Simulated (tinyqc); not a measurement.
Resistance of a source-drain extension with a graded tip: two steps of the calculation.

y runs along the channel, the gate covers y > 0. The doping is N0 for y < y0 and N0 10^(-(y - y0)/la) beyond, uniform over the depth xj. Sheet conductance s(y) = q mu(N) max(N - Nch, 0) xj + (for y > 0) ma Cox Vo, with mu(N) = u0 + (u1 - u0)/(1 + (N/Nr)^au) and Cox = eps0 eox/tox. Current is taken as one-dimensional; depletion of the tip, spreading and the contact are left out. The metallurgical junction lies at yj, where N = Nch.

Parameters, values chosen for the exercise; mobility law close to that of electrons in silicon:
- eox = 3.9 (relative permittivity of the gate insulator (close to silicon dioxide))
- tox = 1.2 nm (insulator thickness)
- N0 = 1.2e20 cm^-3 (active doping of the extension far from the gate)
- la = 5 nm/decade (lateral abruptness)
- y0 = 0.4 nm (position under the gate where the fall begins (gate edge at 0))
- xj = 10 nm (depth of the extension)
- Nch = 8.8e17 cm^-3 (channel doping)
- Vo = 0.32 V (gate overdrive)
- ma = 98 cm^2/(V s) (mobility of the gate-induced layer)
- u1 = 1414 cm^2/(V s) (mobility at low doping)
- u0 = 68.5 cm^2/(V s) (mobility at high doping)
- Nr = 9.2e16 cm^-3 (reference doping)
- au = 0.711 (exponent)
- Lg = 90 nm (gate length)

Constants: q = 1.602176634e-19 C, eps0 = 8.8541878128e-14 F/cm where lengths are in cm. Results are converted to the units shown.

Task 1. Sheet resistances and junction position. yj = y0 + la log10(N0/Nch); sheet resistance of the full extension 1/[q mu(N0)(N0 - Nch) xj] and of the gate-induced layer 1/(ma Cox Vo); metallurgical length Lg - 2 yj; ye is where the doped and the gate-induced conductances are equal.

Wanted: yj; sheet resistance of the extension; sheet resistance of the induced layer; metallurgical length; ye; N at ye.

Result 1.

yj = 11.07 nm
sheet resistance of the extension = 683.6 ohm/square
sheet resistance of the induced layer = 1.108e4 ohm/square
metallurgical length = 67.85 nm
ye = 7.409 nm
N at ye = 4.758e18 cm^-3

The gate takes over 3.66 nm before the junction, where N is still 5.41 times the channel doping.

Task 2. Resistance of the overlapped part. Midpoint rule on 12 equal steps from 0 to yj: R_ov = sum h/s(y), per width.

Give: y; N; doped conductance; sheet resistance; R_ov.

Result 2.

```
point,y (nm),N (cm^-3),doped conductance (uS),sheet resistance (ohm/square)
0,0.4614,1.167e20,1425,660.0
1,1.384,7.627e19,963.0,949.5
2,2.307,4.986e19,656.4,1339
3,3.230,3.260e19,451.8,1845
4,4.153,2.131e19,314.1,2473
5,5.075,1.394e19,220.4,3219
6,5.998,9.111e18,155.5,4070
7,6.921,5.957e18,109.4,5010
8,7.844,3.894e18,75.44,6036
9,8.767,2.546e18,49.25,7169
10,9.689,1.665e18,27.75,8475
11,10.61,1.088e18,8.898,1.009e4
```

R_ov = 47.37 ohm um

tinyqc, about 0.04 s, one thread, Intel Xeon 2.30GHz (shared host): `OMP_NUM_THREADS=1 python tinyqc.py 2282224 2282225 out.jsonl`
